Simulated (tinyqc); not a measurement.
Inside a calculation. Method: UHF in the sto-6g basis, for H6, spin multiplicity 1. One step of it, computed by the program tinyqc.

Task: Iteration 2: DIIS coefficients. Solve [B -1; -1 0][c; lambda] = [0; -1] for the coefficients, which sum to one.

B (overlaps of the stored error matrices):
```
                1               2
1   6.9999666e-01  -3.9893629e-02
2  -3.9893629e-02   1.0181211e-01
```

Give: DIIS coefficients.

Result:

DIIS coefficients: 0.161  0.839
